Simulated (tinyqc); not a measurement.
Inside a calculation. Model: quantum point contact as a saddle point.

Program tinyqc, `OMP_NUM_THREADS=1 python tinyqc.py 2740133 2740134 out.jsonl`; Intel Xeon 2.30GHz, shared host, one thread, about 0.05 s. Printed values are rounded.

Potential V0 - m wx^2 x^2/2 + m wy^2 y^2/2; energies are counted from V0. Mode n = 0, 1, ... transmits T_n(E) = 1/(1 + exp(-2 pi (E - E_n)/wx)), E_n = wy (n + 1/2); each mode carries 2 q^2/h.

Parameters, values chosen for the exercise:
```
symbol  value  unit                             meaning
T         0.1     K                         temperature
wy          5   meV          transverse quantum hbar wy
wx        1.3   meV    curvature of the barrier hbar wx
mu       3.16   meV  Fermi level above the saddle point
nE         13                 points of the energy grid
xm          6            half-range of the grid in kB T
```

Constants: q = 1.602176634e-19 C, kB = 1.380649e-23 J/K, h = 6.62607015e-34 J s, Vt = kB T/q. Results are converted to the units shown.

## Transmissions at the Fermi level

At zero temperature g = G/(2 q^2/h) = sum T_n(mu); Fano factor sum T_n (1 - T_n)/sum T_n. Modes beyond those listed are in the sums but add less than 1e-4 to g.

| mode | E_n (meV) | T_n |
|---|---|---|
| 0 | 2.50000 | 0.9604534 |
| 1 | 7.50000 | 0.0000000 |
| 2 | 12.50000 | 0.0000000 |

g = 0.96045
G = 74.417 uS
Fano factor = 0.03955

## Thermal average on a coarse grid

g(T) = int g(E) (-df/dE) dE = int g(mu + x kB T) dx/(4 cosh^2(x/2)), g(E) the zero-temperature value at E, g = G/(2 q^2/h). Simpson's rule on nE equally spaced x from -xm to xm.

| point | x | E (meV) | g(E) | weight |
|---|---|---|---|---|
| 0 | -6.000000 | 3.108296 | 0.9497901 | 0.0024665 |
| 1 | -5.000000 | 3.116913 | 0.9517395 | 0.0066481 |
| 2 | -4.000000 | 3.125531 | 0.9536169 | 0.0176627 |
| 3 | -3.000000 | 3.134148 | 0.9554247 | 0.0451767 |
| 4 | -2.000000 | 3.142765 | 0.9571652 | 0.1049936 |
| 5 | -1.000000 | 3.151383 | 0.9588407 | 0.1966119 |
| 6 | 0.000000 | 3.160000 | 0.9604534 | 0.2500000 |
| 7 | 1.000000 | 3.168617 | 0.9620053 | 0.1966119 |
| 8 | 2.000000 | 3.177235 | 0.9634987 | 0.1049936 |
| 9 | 3.000000 | 3.185852 | 0.9649355 | 0.0451767 |
| 10 | 4.000000 | 3.194469 | 0.9663178 | 0.0176627 |
| 11 | 5.000000 | 3.203087 | 0.9676474 | 0.0066481 |
| 12 | 6.000000 | 3.211704 | 0.9689261 | 0.0024665 |

integral of the weight = 0.9943505
g(T) = 0.9549347
g(T) divided by the integral of the weight = 0.9603603

A converged quadrature gives 0.96035; this grid is 0.56 % below that, and its weight integrates to 0.9944 in place of 1.
